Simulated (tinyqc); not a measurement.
# Surface potential of a MOS transistor: implicit equation and explicit approximations: effects of single changes

p-type body, charge-sheet picture, depletion and inversion only, full ionisation (an idealisation for deep acceptors), Boltzmann statistics (rough once Na exp(x - xn) passes about Nc/7). In units of Vt: xg = (Vg - Vfb)/Vt, x = psi/Vt, G = gamma/sqrt(Vt), xn = (2 phiF + Vc)/Vt. The implicit equation is (xg - x)^2 = G^2 [x - 1 + exp(x - xn)] for x above about 3. Cox = eps0 eox/tox.

Parameters, values chosen for the exercise; band and dielectric values close to those of silicon:
```
symbol,value,unit,meaning
T,250,K,temperature
Eg,1.12,eV,band gap
eps_r,11.6,,relative permittivity
Nc,2.17e19,cm^-3,conduction-band density of states at T
Nv,1.99e19,cm^-3,valence-band density of states at T
eox,9.07,,relative permittivity of the gate insulator (close to aluminium oxide)
tox,4.4,nm,insulator thickness
Na,4.5e16,cm^-3,acceptor density
Vfb,-0.97,V,flat-band voltage
Vc,0,V,channel-body voltage
Vg,-0.16,V,gate-body voltage
```

Constants: q = 1.602176634e-19 C, kB = 1.380649e-23 J/K, Vt = kB T/q, eps0 = 8.8541878128e-14 F/cm where lengths are in cm. Results are converted to the units shown.

Each table varies one quantity; the others keep the values above.

## Accuracy of the approximations against gate voltage

ni = sqrt(Nc Nv) exp(-Eg/(2 Vt)), Eg in volts; phiF = Vt ln(Na/ni); gamma = sqrt(2 q eps0 eps_r Na)/Cox; VT = Vfb + Vt (xn + G sqrt(xn - 1)). Depletion value a = 1 + [sqrt(G^2/4 + xg - 1) - G/2]^2; inversion value b = xn + ln[(xg - xn)^2/G^2 - xn + 1] and first guess y = min(a, b) - ln(1 + exp(-|a - b|)) if a > xn + 1, else b = y = a; one second-order correction with D = exp(y - xn), p = 2 (xg - y) + G^2 (1 + D), w = (xg - y)^2 - G^2 (y - 1 + D): z = y + 2 w/(p + sqrt(p^2 - 2 (2 - G^2 D) w)), or the Newton step z = y + w/p where the root is not real. N_inv = (Cox Vt G/q) [sqrt(x - 1 + exp(x - xn)) - sqrt(x - 1)] at the root. Lambert form (Cox m Vt/q) W0[(G/(2 m sqrt(xn - 1))) exp((Vg - VT)/(m Vt))], m = 1 + G/(2 sqrt(xn - 1)). Errors under 1e-4 mV, and the linear form below VT, are printed as 0.

Results:

| Vg (V) | psi (V) | x - xn | error of y (mV) | error of z (mV) | N_inv (cm^-2) | Cox (Vg - VT)/q (cm^-2) | Lambert form (cm^-2) |
|---|---|---|---|---|---|---|---|
| -0.45 | 0.4751 | -17.67 | 0 | 0 | 258.7 | 0 | 173.6 |
| -0.25 | 0.6665 | -8.783 | 1.32e-4 | 0 | 1.563e6 | 0 | 1.347e6 |
| -0.05 | 0.8581 | 0.1151 | 0.844 | 0 | 9.965e9 | 3.925e10 | 1.005e10 |
| 0.15 | 0.9691 | 5.266 | 25.8 | 9.69 | 9.795e11 | 2.318e12 | 1.095e12 |
| 0.35 | 1.004 | 6.902 | 17.2 | 5.03 | 2.843e12 | 4.596e12 | 3.108e12 |
| 0.75 | 1.038 | 8.477 | 10.3 | -0.647 | 7.000e12 | 9.153e12 | 7.443e12 |
| 0.95 | 1.049 | 8.971 | 8.69 | -0.344 | 9.153e12 | 1.143e13 | 9.655e12 |
| 1.15 | 1.058 | 9.371 | 7.53 | -0.209 | 1.133e13 | 1.371e13 | 1.188e13 |

Estimate the missing row, Vg = 0.55 V.

Computed row:

| Vg (V) | psi (V) | x - xn | error of y (mV) | error of z (mV) | N_inv (cm^-2) | Cox (Vg - VT)/q (cm^-2) | Lambert form (cm^-2) |
|---|---|---|---|---|---|---|---|
| 0.55 | 1.024 | 7.831 | 12.8 | -1.58 | 4.885e12 | 6.874e12 | 5.253e12 |

With this row back in the table: psi rises from 0.475 to 1.06 V and ends 9.4 Vt above 2 phiF + Vc. Among the rows the first guess is off by at most 26 mV (at Vg = 0.15 V) and the corrected value by at most 9.7 mV. In the last row the linear form is 21 % above N_inv and the Lambert form 4.9 % above it; in the first row the Lambert form is 33 % below it. For Vg = 0.15, 0.35, 0.55, 0.75, 0.95, 1.15 the electron quasi-Fermi level lies less than 2 Vt below the band edge at the surface, or above it, where degeneracy and confinement, left out, matter.

## Effect of the insulator thickness at fixed gate voltage

Same model as above.

The same in every row: Cox (Vg - VT)/q (cm^-2) = 0.

Effect of the insulator thickness at fixed gate voltage:

| tox (nm) | psi (V) | x - xn | error of y (mV) | error of z (mV) | N_inv (cm^-2) | Lambert form (cm^-2) |
|---|---|---|---|---|---|---|
| 1.5 | 0.7901 | -3.045 | 0.0131 | 0 | 4.441e8 | 4.261e8 |
| 2 | 0.7835 | -3.348 | 0.0129 | 0 | 3.294e8 | 3.145e8 |
| 2.7 | 0.7745 | -3.768 | 0.0115 | 0 | 2.178e8 | 2.065e8 |
| 3.8 | 0.7605 | -4.418 | 8.42e-3 | 0 | 1.148e8 | 1.076e8 |
| 5.1 | 0.7443 | -5.169 | 5.33e-3 | 0 | 5.474e7 | 5.057e7 |
| 7 | 0.7213 | -6.238 | 2.51e-3 | 0 | 1.910e7 | 1.724e7 |
| 9.6 | 0.6910 | -7.644 | 8.42e-4 | 0 | 4.787e6 | 4.158e6 |
| 13 | 0.6534 | -9.388 | 1.99e-4 | 0 | 8.616e5 | 7.038e5 |

Read the table: what changes, and by how much?

As tox goes from 1.5 to 13, psi falls from 0.790 to 0.653 V, x - xn falls from -3.04 to -9.39 and N_inv falls from 4.44e8 to 8.62e5 cm^-2. The Lambert form lies between 0.817 and 0.959 times N_inv.

tinyqc, about 0.01 s, one thread, Intel Xeon 2.30GHz (shared host): `OMP_NUM_THREADS=1 python tinyqc.py 2122170 2122171 out.jsonl`
